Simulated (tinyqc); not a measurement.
Comparisons within one model: bond unit of a tetrahedral oxide and its oxygen vacancy in tight binding. A value that a table varies takes the place of the one given here.

Two sp3 hybrids h1, h2 at eh = (es + 3 ep)/4 point at one oxygen with orbitals s, px, py, pz; x joins the two cations, z bisects the angle phi, and th = (180 - phi)/2. With u = hbar^2/(m d^2) = 2c/d^2, c = hbar^2/2m0: Vhs = -(1.32 + sqrt3 x 1.42) u/2 and Vhp = (1.42 + sqrt3 x 2.22) u/2. <h|s> = Vhs for both; <h1|px> = Vhp cos(th), <h2|px> = -Vhp cos(th); <h|pz> = Vhp sin(th) for both; py is a lone pair. The unit holds 8 electrons. Coupling between units, which widens the levels into bands, is left out.

Without the oxygen the two hybrids face each other at distance R and couple by -V2, V2 = 3.22 x 2c/R^2, c = hbar^2/2m0: a bond at eh - V2 with two electrons and an antibond at eh + V2. Levels are measured from eop, the lone-pair level that stands for the top of the valence band.

Constants: hbar^2/2m0 = 3.80998211 eV angstrom^2.

Inputs chosen for the exercise (near tabulated values for SiO2; shifted at random, so the results belong to these values and not to a real crystal): es = -15.01 eV (s level of the cation); ep = -7.6 eV (p level of the cation); eos = -33.9 eV (s level of oxygen); eop = -16.78 eV (p level of oxygen); d = 1.6 angstrom (cation-oxygen distance); phi = 146 degrees (bond angle at oxygen); R = 3.1 angstrom (cation-cation distance across the vacancy).

## Bond angle at oxygen

phi is varied at fixed d. Levels above eop; cation-cation distance 2 d cos(th); band energy is twice the sum of the four filled levels, relative to phi = 180; excess on O is the number of electrons on oxygen less 6.

Against phi:

| phi (deg) | distance (angstrom) | level 2 | level 3 | level 5 | level 6 | excess on O | band energy (eV) |
|---|---|---|---|---|---|---|---|
| 110 | 2.621 | -6.125 | -2.782 | 12.648 | 13.453 | 0.885 | -2.154 |
| 120 | 2.771 | -6.609 | -2.225 | 12.046 | 13.936 | 0.912 | -1.918 |
| 130 | 2.900 | -7.027 | -1.674 | 11.456 | 14.355 | 0.950 | -1.575 |
| 140 | 3.007 | -7.375 | -1.154 | 10.903 | 14.703 | 0.997 | -1.165 |
| 150 | 3.091 | -7.650 | -0.693 | 10.415 | 14.978 | 1.049 | -0.739 |
| 160 | 3.151 | -7.848 | -0.324 | 10.028 | 15.176 | 1.100 | -0.360 |
| 170 | 3.188 | -7.968 | -0.084 | 9.776 | 15.295 | 1.138 | -0.095 |
| 180 | 3.200 | -8.008 | 0.000 | 9.688 | 15.335 | 1.152 | 0.000 |

How do the results move?

Bending moves coupling from px to pz: level 2 rises from -8.01 to -6.13 eV and level 3 falls from 0.00 to -2.78 eV between 180 and 110 degrees. The lowest empty level is lowest at 180 degrees (9.69 eV) and highest at 110 (12.65 eV), so a spread of angles in a glass smears the conduction edge. The band energy is lowest at 110 degrees of those listed (-2.15 eV); the repulsion of the cations, not included, opposes bending.

## The vacancy as the cations move

R is varied; eh = (es + 3 ep)/4. The last two columns are the band energies of the bond with two electrons, -2 V2, and with one, -V2.

Against R (eV):

| R (angstrom) | V2 | bond level | antibond level | two electrons | one electron |
|---|---|---|---|---|---|
| 2.20 | 5.069 | 2.258 | 12.397 | -10.139 | -5.069 |
| 2.35 | 4.443 | 2.885 | 11.770 | -8.886 | -4.443 |
| 2.50 | 3.926 | 3.402 | 11.253 | -7.852 | -3.926 |
| 2.70 | 3.366 | 3.962 | 10.693 | -6.731 | -3.366 |
| 3.00 | 2.726 | 4.601 | 10.054 | -5.453 | -2.726 |
| 3.30 | 2.253 | 5.074 | 9.581 | -4.506 | -2.253 |
| 3.70 | 1.792 | 5.535 | 9.120 | -3.585 | -1.792 |
| 4.20 | 1.391 | 5.937 | 8.718 | -2.782 | -1.391 |

What can be read from the table?

The bond level rises from 2.26 eV at 2.2 to 5.94 eV at 4.2 angstrom, towards the lone hybrid at 7.33 eV. Taking one electron away halves the pull between the cations (at 2.5 angstrom from 6.28 to 3.14 eV/angstrom), so the positive vacancy relaxes outward and its level moves up: capture and release of a hole take place at different energies.

## What each value does

Spacing from the highest filled to the lowest empty level, excess electrons on oxygen (their number less 6), and the vacancy bond level eh - V2 - eop, V2 = 3.22 x 2c/R^2. Each row changes one parameter from the base and keeps the others.

Results:

| case | spacing (eV) | excess on O | vacancy level (eV) |
|---|---|---|---|
| base | 10.6006 | 1.0278 | 4.7743 |
| es = -14.51 eV | 10.7070 | 1.0363 | 4.8993 |
| ep = -7.1 eV | 10.9205 | 1.0531 | 5.1493 |
| eos = -31.9 eV | 10.7501 | 1.0140 | 4.7743 |
| eop = -16.28 eV | 10.1419 | 0.9956 | 4.2743 |
| d = 1.64 angstrom | 10.3357 | 1.0580 | 4.7743 |
| phi = 138 degrees | 11.0096 | 0.9866 | 4.7743 |
| R = 3.25 angstrom | 10.6006 | 1.0278 | 5.0045 |

What can be read from the table?

The largest shifts from the base row, up to three for each result and ties (the steps differ in size, so this ranks the rows, not the parameters). spacing (eV): eop -0.4586, phi +0.4091, ep +0.3199; unchanged at the printed digits by R. excess on O: phi -0.0412, eop -0.0322, d +0.0303; unchanged at the printed digits by R. vacancy level (eV): eop -0.5000, ep +0.3750, R +0.2302; unchanged at the printed digits by eos, d and phi.

Run: tinyqc, `OMP_NUM_THREADS=1 python tinyqc.py 1482623 1482624 out.jsonl`; Intel(R) Xeon(R) Processor @ 2.30GHz, one thread, shared host; about 0.01 s of CPU time with all checks.
